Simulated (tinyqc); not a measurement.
The diagram with and without ligand: potential-pH (Pourbaix) lines of a metal, its cation, its oxide and an oxyanion, with a complexing ligand. Computed by tinyqc, a small Python program. Command: `OMP_NUM_THREADS=1 python tinyqc.py 3027134 3027135 out.jsonl pourb walk`. One thread of a shared host (Intel(R) Xeon(R) Processor @ 2.30GHz), about 0.02 s of CPU time with the checks.

Potentials are against the standard hydrogen electrode; solids and water have unit activity; dG_f of M, H+ and the electron is zero; F = e N_A and s = R T ln(10)/F. The cation carries z = 3.

Inputs (values chosen for the exercise, modelled on aluminium): dG_f of the cation = -483.4 kJ/mol; dG_f of the oxide = -1580.4 kJ/mol; dG_f of the oxyanion = -829.1 kJ/mol; dG_f of water = -237.14 kJ/mol; temperature T = 298.15 K; log10 of the dissolved activity a = -6; log10 of the stability constant beta of ML = 9.2; pKa of HL = 7.9; total ligand c_L = 0.067 mol/L.

Species: M, M3+, M2O3, MO2(-).

Constants: R = 8.314462618 J/(mol K); e = 1.602176634e-19 C; N_A = 6.02214076e+23 1/mol.

Method. M3+ + 3e = M; (1/2) M2O3 + 3H+ + 3e = M + (3/2) H2O; MO2(-) + 4H+ + 3e = M + 2H2O. For each, E0 = -dG/(z F), and E = E0 + (s/z) log10 a - (s n_H/z) pH, with no activity term for the oxide. The free ligand is c_L/(1 + 10^(pKa - pH)) (ligand in excess); dissolved metal is a in all, so the free cation is a/alpha, alpha = 1 + beta [L]; the cation line drops by (s/z) log10 alpha.

E0 (V): cation -1.67003, oxide -1.50106, oxyanion -1.22582

s = 0.0591593 V

Lines against the metal (V); the species with the lowest line is stable above it:
```
pH   cation    oxide  oxyanion  stable above  cation with ligand  stable above, ligand
0   -1.7883  -1.5011   -1.3441        cation             -1.7956             dissolved
2   -1.7883  -1.6194   -1.5019        cation             -1.8303             dissolved
4   -1.7883  -1.7377   -1.6597        cation             -1.8697             dissolved
5   -1.7883  -1.7969   -1.7385         oxide             -1.8894             dissolved
6   -1.7883  -1.8560   -1.8174         oxide             -1.9090             dissolved
7   -1.7883  -1.9152   -1.8963         oxide             -1.9279             dissolved
8   -1.7883  -1.9743   -1.9752      oxyanion             -1.9416              oxyanion
9   -1.7883  -2.0335   -2.0540      oxyanion             -1.9460              oxyanion
10  -1.7883  -2.0927   -2.1329      oxyanion             -1.9466              oxyanion
12  -1.7883  -2.2110   -2.2907      oxyanion             -1.9466              oxyanion
14  -1.7883  -2.3293   -2.4484      oxyanion             -1.9466              oxyanion
```

What follows from these numbers?

Without ligand the oxide holds 3 of the eleven rows (pH 5 to 7), with it 0. The ligand acts once beta [L] exceeds 1, from pH = pKa - log10(beta c_L) = -0.1 on, that is in all rows; its line then falls by at most s/z per pH unit and flattens beyond pKa, 0.158 V below the free cation at most. The oxide line falls faster, by s per pH unit.

Extremes, crossings and ranges named in words are read from the listed rows.
